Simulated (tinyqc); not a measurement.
# Read current of a NAND string, cells in series solved by shooting: two studies

Cells in series, numbered from 0 at the source line (0 V) to the bit line, each followed by a gap resistance Rg. A cell with gate Vg, threshold VT, source Vs and drain Vd passes I = 2 nf K Vt^2 [F(Vs) - F(Vd)]/(1 + th max(Vg - VT, 0)), F(V) = ln^2(1 + exp((Vg - VT - nf V)/(2 nf Vt))). The selected cell has Vg = Vr, the others Vg = Vp.

Values chosen for this exercise; values of the order met in vertical NAND strings:
- T = 358 K (temperature)
- K = 4.3 uA/V^2 (gain factor of a cell)
- nf = 2.1 (slope factor)
- th = 0.11 1/V (mobility reduction factor)
- Rg = 11 kohm (resistance of the gap between cells)
- Vbl = 0.7 V (bit-line voltage)
- Vp = 5.6 V (pass voltage)
- Ve = -1.2 V (threshold of an erased cell)
- Vh = 3.9 V (threshold of the highest state)
- Vx = 2.3 V (threshold of the selected cell)
- Is = 10 nA (sensing current)
- Vr = 4.04 V (read voltage on the selected word line)

Constants: q = 1.602176634e-19 C, kB = 1.380649e-23 J/K, Vt = kB T/q. Results are converted to the units shown.

Each table varies one quantity; the others keep the values above.

## Read current against the number of cells

For a trial current I start at 0 V and, cell by cell, solve for the drain: sqrt(F(Vd)) = sqrt(F(Vs) - I/k), k = 2 nf K Vt^2/(1 + th max(Vg - VT, 0)), Vd = [Vg - VT - 2 nf Vt ln(exp(sqrt F) - 1)]/nf, then add I Rg. The string current is the I for which the last node reaches Vbl. The apparent threshold is the Vr at which I = Is. Background: all other cells erased (VT = Ve) or all in the highest state (VT = Vh); ratio and shift are high over erased and high minus erased. The selected cell is in the middle, cell n/2.

Read current against the number of cells:

| n | I, others erased (uA) | I, others high (uA) | ratio | apparent VT, erased (V) | apparent VT, high (V) | background shift (mV) |
|---|---|---|---|---|---|---|
| 8 | 0.8349 | 0.2937 | 0.3517 | 2.324 | 2.332 | 8.763 |
| 16 | 0.4807 | 0.1463 | 0.3043 | 2.330 | 2.347 | 17.64 |
| 32 | 0.2591 | 0.07300 | 0.2817 | 2.342 | 2.377 | 35.76 |
| 64 | 0.1347 | 0.03647 | 0.2708 | 2.366 | 2.439 | 73.55 |
| 96 | 0.09096 | 0.02431 | 0.2672 | 2.390 | 2.504 | 113.6 |
| 128 | 0.06867 | 0.01823 | 0.2654 | 2.414 | 2.571 | 156.3 |
| 192 | 0.04608 | 0.01215 | 0.2636 | 2.463 | 2.721 | 257.8 |

With erased neighbours the current falls from 0.835 to 0.0461 uA, as n^(-0.80) between the first two rows and n^(-0.98) between the last two (-1 once the series resistance rules). The ratio falls from 0.352 to 0.264 and the background shift rises from 8.76 to 258 mV.

## Effect of the read voltage on the selected word line

Same model as above.

The string has 64 cells and the selected one is cell 32.

The same in every row: apparent VT, erased (V) = 2.366; apparent VT, high (V) = 2.439; background shift (mV) = 73.55.

Effect of the read voltage on the selected word line:

| Vr (V) | I, others erased (uA) | I, others high (uA) | ratio |
|---|---|---|---|
| 2 | 1.508e-4 | 1.485e-4 | 0.9852 |
| 2.4 | 0.01256 | 0.008263 | 0.6578 |
| 2.8 | 0.05747 | 0.02816 | 0.4901 |
| 3.2 | 0.1110 | 0.03547 | 0.3195 |
| 3.6 | 0.1301 | 0.03621 | 0.2784 |
| 4 | 0.1344 | 0.03645 | 0.2712 |
| 4.4 | 0.1363 | 0.03658 | 0.2683 |
| 4.8 | 0.1374 | 0.03665 | 0.2667 |

What does the comparison show?

As Vr goes from 2 to 4.8 V, the current with erased neighbours rises from 1.51e-4 to 0.137 uA, that with high neighbours rises from 1.49e-4 to 0.0366 uA and the ratio falls from 0.985 to 0.267. The apparent thresholds do not depend on Vr.

tinyqc, about 0.7 s, one thread, Intel Xeon 2.30GHz (shared host): `OMP_NUM_THREADS=1 python tinyqc.py 2142004 2142005 out.jsonl`
